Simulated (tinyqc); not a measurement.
Undoped symmetric double-gate MOSFET, analytic potential model: one step of the calculation.

An undoped body of thickness ts between two equal insulators and tied gates; long channel, electrons only, n = ni exp((psi - V)/Vt) with V the quasi-Fermi potential (0 at the source, Vd at the drain), constant mobility, no quantisation. Across the body psi(x) = V - 2 Vt ln[(ts/(2 beta)) sqrt(q ni/(2 eps0 eps_r Vt)) cos(2 beta x/ts)], x from the centre. Q is the electron charge per area of the whole body.

Question. Potential and electron density across the body at the source. psi(x) as above with V = 0 and beta = beta_s; n = ni exp(psi/Vt).

Values chosen for this exercise; material values close to those of silicon: temperature T = 293 K; relative permittivity of the semiconductor eps_r = 11.5; body thickness ts = 12 nm.

Constants: q = 1.602176634e-19 C, kB = 1.380649e-23 J/K, Vt = kB T/q, eps0 = 8.8541878128e-14 F/cm where lengths are in cm. Results are converted to the units shown.

| point | x/ts |
|---|---|
| 0 | 0 |
| 1 | 0.1 |
| 2 | 0.2 |
| 3 | 0.3 |
| 4 | 0.4 |
| 5 | 0.45 |
| 6 | 0.5 |

beta_s = 0.076547636
ni = 7.5026822e9 cm^-3

Find: psi; n.

Answer.

| point | psi (V) | n (cm^-3) |
|---|---|---|
| 0 | 0.33968 | 5.2236e15 |
| 1 | 0.33969 | 5.2248e15 |
| 2 | 0.33971 | 5.2285e15 |
| 3 | 0.33974 | 5.2346e15 |
| 4 | 0.33978 | 5.2432e15 |
| 5 | 0.33980 | 5.2484e15 |
| 6 | 0.33983 | 5.2543e15 |

The density at the surface is 1.01 times that at the centre (1/cos^2 beta).

Numbers from tinyqc (`OMP_NUM_THREADS=1 python tinyqc.py 2440065 2440066 out.jsonl`; about 0.01 s on one thread of a shared Intel Xeon 2.30GHz).
